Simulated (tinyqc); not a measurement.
What moves the results: thresholds of impact ionisation and Auger recombination from band masses. A value that a table varies takes the place of the one given here.

Parabolic bands, no phonon. At threshold the three slow carriers share one velocity. With M their total mass and m4 the mass of the fast carrier, the fast carrier has the kinetic energy E_T = G M/(M - m4) and the slow ones together E_a = G m4/(M - m4), the activation energy of the Auger rate. CCCH (fast electron): G = Eg, M = 2 me + mh, m4 = me. CHHS (hole into the split-off band): G = Eg - Dso, M = 2 mh + me, m4 = ms; this form holds for Eg > Dso (below, the process needs about Dso - Eg and is marked by a dash). CHHL (hole into the light band): G = Eg, M = 2 mh + me, m4 = ml. CHHH (fast heavy hole): G = Eg, M = 2 mh + me, m4 = mh.

Non-parabolic fast electron: E (1 + alpha E) = c k^2/me with alpha = (1 - me)^2/Eg; the slow carriers stay parabolic, so E_T = Eg + me E_T (1 + alpha E_T)/M, M = 2 me + mh (the root between Eg and 1.9 Eg).

Constants: kB = 8.617333262e-05 eV/K; hc = 1239.841984 eV nm.

Values chosen for the exercise (near those of GaSb, gap at low temperature and not tied to T; the results hold for these values, not for the real material): Eg = 0.835 eV (gap at Gamma to the s-like level); Dso = 0.763 eV (spin-orbit splitting); me = 0.0381 m0 (electron mass at Gamma); mh = 0.38 m0 (heavy-hole mass); ms = 0.14 m0 (split-off mass); ml = 0.0438 m0 (light-hole mass); T = 300 K (temperature).

## The gap of an alloy series

Eg is varied with me and ml proportional to it; mh, ms and Dso are kept. E_a of three processes; wavelength hc/Eg.

Results:
```
Eg (eV)  wavelength (micrometre)      me  CCCH (meV)  CCCH non-parabolic (meV)  CHHS (meV)  CHHL (meV)  log10 exp(-E_a/kT), non-parabolic
0.250                       4.96  0.0114         7.3                      15.3           -         4.3                              -0.26
0.418                       2.97  0.0191        20.0                      43.4           -        12.1                              -0.73
0.626                       1.98  0.0286        43.8                      99.2           -        27.2                              -1.67
0.835                       1.48  0.0381        76.1                     180.1        15.3        48.5                              -3.03
1.044                       1.19  0.0476       116.3                     288.0        58.9        75.9                              -4.84
1.336                       0.93  0.0610       184.7                     488.4       117.8       124.7                              -8.20
1.670                       0.74  0.0762       278.9                     799.5       182.4       195.4                             -13.43
```

E_a of CCCH goes nearly as Eg^2 (power 1.92 over the table), as both G and me grow; the non-parabolic value goes with the power 2.08, and its Boltzmann factor spans 13.2 decades; rows with E_a far above kT are formal, since phonon-assisted processes and side valleys rule there. CHHS is resonant at Eg = Dso = 0.763 eV, with no activation, and is the easiest process near there; it has the lowest E_a of the parabolic values for Eg = 0.835, 1.044, 1.336 and 1.67 eV.

## The mass ratio

mu = me/mh is varied; thresholds in units of Eg for ionisation started by an electron, (1 + 2 mu)/(1 + mu), and by a heavy hole, (2 + mu)/(1 + mu).

Results:
```
mu     electron (Eg)  hole (Eg)  electron (eV)  hole (eV)
0.080         1.0741     1.9259          0.897      1.608
0.100         1.0909     1.9091          0.911      1.594
0.110         1.0991     1.9009          0.918      1.587
0.310         1.2366     1.7634          1.033      1.472
1.000         1.5000     1.5000          1.252      1.252
1.500         1.6000     1.4000          1.336      1.169
```

The two thresholds add up to 3 Eg in every row and are equal, 3/2 Eg, at mu = 1. The lighter carrier has the lower threshold; in the first row the two differ by 0.711 eV, which would favour one carrier in avalanche multiplication. Real ionisation rates depend on the whole band structure and can be nearly equal although the edge masses differ.

## What each parameter does

Activation energies. Each row changes one parameter from the base and keeps the others.

Results:
```
case             CCCH (meV)  CCCH non-parabolic (meV)  CHHL (meV)
base                  76.09                    180.15       48.49
Eg = 0.9185 eV        83.70                    198.16       53.33
Dso = 0.6867 eV       76.09                    180.15       48.49
me = 0.0343 m0        69.13                    160.82       48.73
mh = 0.418 m0         69.75                    161.71       44.05
ms = 0.154 m0         76.09                    180.15       48.49
ml = 0.0394 m0        76.09                    180.15       43.36
```

The largest shifts from the base row, up to three for each result and ties (the steps differ in size, so this ranks the rows, not the parameters). CCCH (meV): Eg +7.61, me -6.96, mh -6.34; unchanged at the printed digits by Dso, ms and ml. CCCH non-parabolic (meV): me -19.33, mh -18.44, Eg +18.01; unchanged at the printed digits by Dso, ms and ml. CHHL (meV): ml -5.12, Eg +4.85, mh -4.44; unchanged at the printed digits by Dso and ms.

Computed by tinyqc, a small Python program: `OMP_NUM_THREADS=1 python tinyqc.py 1880580 1880581 out.jsonl` (the numbers bound the seed that draws the inputs); one thread of a shared host (Intel(R) Xeon(R) Processor @ 2.30GHz), about 0.01 s for the whole set of steps.
